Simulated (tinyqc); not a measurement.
Worked calculation: donor level screened by free carriers (Yukawa potential). Values are carried at full precision from step to step, so a last printed digit may differ when a step is redone from the rounded ones.

Screening wave number: Debye ks^2 = 4 pi q n/(eps kB T); Thomas-Fermi ks^2 = 6 pi q n/(eps EF) with EF = c (3 pi^2 n/gv)^(2/3)/m, c = hbar^2/2m0; the two are joined by 1/ks^2 = sqrt(1/ks_D^4 + 1/ks_TF^4). 1e18/cm^3 = 1e-6/angstrom^3, q = e^2/(4 pi eps0).

Constants: e^2/(4 pi eps0) = 14.39964547 eV angstrom; kB = 8.617333262e-05 eV/K; hbar^2/2m0 = 3.80998211 eV angstrom^2; Ry = 13.60569312 eV; a0 (Bohr radius) = 0.5291772105 angstrom.

Inputs chosen for the exercise (near those of a donor in InP, with one mean mass; shifted at random, so the results belong to these values and not to a real crystal): m = 0.077 m0 (mass); eps = 12.2 (dielectric constant); gv = 1 (valleys); T = 200 K (temperature); n = 0.036 x 1e18/cm^3 (free-carrier density).

## Units and screening length

Give Ry* = Ry m/eps^2, a* = a0 eps/m, EF, the three values of ks, and x = ks a*.

Ry* = 7.039 meV
a* = 83.84 angstrom
EF = 5.16 meV

ks: Debye, Thomas-Fermi, joined (1/angstrom): 0.00557  0.01245  0.00551

x = 0.4621

EF/kB T = 0.30, so the Debye value, the smaller one, controls the screening.

## One-parameter trial function

Potential -(q/(eps r)) exp(-ks r), q = e^2/(4 pi eps0). In units Ry* = Ry m/eps^2 and a* = a0 eps/m the problem is [-Laplacian - 2 exp(-x r)/r] psi = E psi with x = ks a*.

For exp(-z r): E(z) = z^2 - 8 z^3/(2z + x)^2 in Ry*. Scan z = 0.5, 0.6, ..., 1.1, then minimise; first order gives -1 + 2x.

Scan (Ry*):
```
z    kinetic  potential        E
0.5   0.2500    -0.4678  -0.2178
0.6   0.3600    -0.6255  -0.2655
0.7   0.4900    -0.7913  -0.3013
0.8   0.6400    -0.9632  -0.3232
0.9   0.8100    -1.1397  -0.3297
1.0   1.0000    -1.3197  -0.3197
1.1   1.2100    -1.5025  -0.2925
```

best z = 0.890
E = -0.3297 Ry*
binding = 2.32 meV

First order in x would give -0.076 Ry*, a rigid shift by q ks/eps; it overstates the loss of binding by 0.254 Ry*.

## Converged levels

Converged values use 18 functions exp(-z r), z = 1.55^i, i = -11 to 6: S = 2/A^3, H = z_i z_j S - 2/(A + x)^2, A = z_i + z_j.

The 1s and 2s levels and the mean radius.

1s = -0.3323 Ry*
binding = 2.34 meV
<r> = 147.4 angstrom
second root = 0.0000 Ry*

The trial function misses by 0.0025 Ry*. Screening leaves 33 % of the bare binding, 0.14 kB T. 2s is no longer bound (it unbinds at x = 0.310). At this density n^(1/3) a* is past the Mott value 0.26, so real donors overlap and form no separate level.

## Checks

- 1s at x = 0.5 against the known -0.29623 Ry*: both -0.29623.
- 1s at x = 0 against -1: both -1.00000.

Run: tinyqc, `OMP_NUM_THREADS=1 python tinyqc.py 1251553 1251554 out.jsonl`; Intel(R) Xeon(R) Processor @ 2.30GHz, one thread, shared host; about 0.01 s of CPU time with all checks.
